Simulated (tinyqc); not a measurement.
Elastic strain and critical thickness of a cubic alloy layer A(1-x)B(x) on a thick substrate: one step, computed by the program tinyqc. Command: `OMP_NUM_THREADS=1 python tinyqc.py 3030651 3030652 out.jsonl misfit walk`. One thread of a shared host (Intel(R) Xeon(R) Processor @ 2.30GHz), about 0.01 s of CPU time with the checks.

Strain is positive in tension. The layer is coherent with the substrate unless said otherwise.

Question. Isotropic constants and the prefactor A. Voigt averages: G = (C11 - C12 + 3 C44)/5, B = (C11 + 2 C12)/3, nu = (3 B - 2 G)/(2 (3 B + G)); b = a/sqrt(2). The 60-degree dislocation has cos alpha = 1/2, and cos lambda = 1/2 on (001). Matthews-Blakeslee: h_c = A [ln(h_c/b) + 1], A = b (1 - nu cos^2 alpha)/(8 pi |f| (1 + nu) cos lambda), the factor 8 pi being that of an uncapped layer.

Growth plane: (001). Layer: uncapped. Misfit dislocation: 60-degree.

elastic constants (GPa): C11 107.8432, C12 49.8196, C44 54.2492

free lattice constant a = 5.79476 angstrom

misfit f = -0.02446348

Give: shear modulus G; Poisson ratio nu; Burgers vector b; prefactor A.

Answer.

shear modulus G = 44.15424 GPa

Poisson ratio nu = 0.2368

Burgers vector b = 0.4098 nm

prefactor A = 1.014 nm
